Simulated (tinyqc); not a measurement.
Free and trapped electrons in a MOS channel with a dense trap tail: effect of the temperature.

p-type body, charge-sheet picture, full ionisation (an idealisation for deep acceptors), Boltzmann statistics for free electrons. e = Ec - EF at the surface. Acceptor-like traps of density D(E) = D0 + De exp(-E/Ew) at depth E below Ec, from 0 to Eu, hold n_t = integral of D(E)/(1 + exp((e - E)/Vt)). psi = Eg - Vt ln(Nv/Na) - e; N_dep = sqrt(2 eps0 eps_r Na (psi - Vt)/q); n_f = sqrt(N_dep^2 + 2 eps0 eps_r Vt Nc exp(-e/Vt)/q) - N_dep; Vg = Vfb + psi + q (N_dep + n_t + n_f)/Cox, Cox = eps0 eox/tox.

Nc and Nv are given at 250 K and scale as (T/250 K)^1.5; Eg, Vfb and mf are held fixed. VT is the Vg for n_f = 1e11 cm^-2; swing ln 10 n_f/(dn_f/dVg) at n_f = 1e8 cm^-2; the last three columns are for Vg = VT + 2 V, with free share n_f/(n_f + n_t) and field-effect mobility mf q (dn_f/dVg)/Cox; there EF is near the band edge, where Boltzmann statistics are rough.

Values chosen for this exercise; band and dielectric values close to those of 4H silicon carbide: band gap Eg = 3.32 eV; relative permittivity eps_r = 9.62; conduction-band density of states at the reference temperature Nc = 1.29e19 cm^-3; valence-band density of states at the reference temperature Nv = 1.87e19 cm^-3; relative permittivity of the insulator eox = 3.9; insulator thickness tox = 25 nm; acceptor density Na = 5e16 cm^-3; flat-band voltage without trapped charge Vfb = -2.72 V; constant background density of acceptor-like traps D0 = 6.7e10 cm^-2 eV^-1; density of the tail at the conduction edge De = 5.2e13 cm^-2 eV^-1; decay energy of the tail Ew = 0.1 eV; depth below Ec down to which the traps reach Eu = 0.6 eV; mobility of free electrons mf = 78 cm^2/(V s).

Constants: q = 1.602176634e-19 C, kB = 1.380649e-23 J/K, Vt = kB T/q, eps0 = 8.8541878128e-14 F/cm where lengths are in cm. Results are converted to the units shown.

Effect of the temperature:

| T (K) | e at VT (eV) | VT (V) | q n_t/Cox at VT (V) | swing (mV/decade) | n_f (cm^-2) | free share (%) | field-effect mobility (cm^2/(V s)) |
|---|---|---|---|---|---|---|---|
| 200 | 0.03164 | 6.555 | 4.460 | 605.7 | 7.736e11 | 13.75 | 52.45 |
| 250 | 0.05175 | 5.798 | 3.768 | 496.7 | 6.098e11 | 12.13 | 38.50 |
| 300 | 0.07412 | 5.087 | 3.126 | 396.2 | 5.419e11 | 12.13 | 31.47 |
| 350 | 0.09839 | 4.445 | 2.557 | 316.6 | 5.185e11 | 13.06 | 28.37 |
| 400 | 0.1243 | 3.881 | 2.070 | 259.9 | 5.186e11 | 14.64 | 27.29 |
| 450 | 0.1517 | 3.394 | 1.661 | 223.0 | 5.330e11 | 16.76 | 27.31 |
| 500 | 0.1804 | 2.975 | 1.325 | 201.0 | 5.573e11 | 19.36 | 28.02 |
| 550 | 0.2103 | 2.616 | 1.051 | 188.3 | 5.888e11 | 22.39 | 29.16 |

As T goes from 200 to 550, VT falls from 6.56 to 2.62 V, its part due to traps falls from 4.46 to 1.05 V, the swing falls from 606 to 188 mV/decade and the field-effect mobility goes from 52.5 through a minimum of 27.3 (at T = 400 among the rows listed) to 29.2 cm^2/(V s). On heating the same n_f is reached with EF deeper in the gap, where fewer tail states are filled. For T = 200 e is under 2 Vt already at VT, so VT too is rough.

Numbers from tinyqc (`OMP_NUM_THREADS=1 python tinyqc.py 2222164 2222165 out.jsonl`; about 0.02 s on one thread of a shared Intel Xeon 2.30GHz).
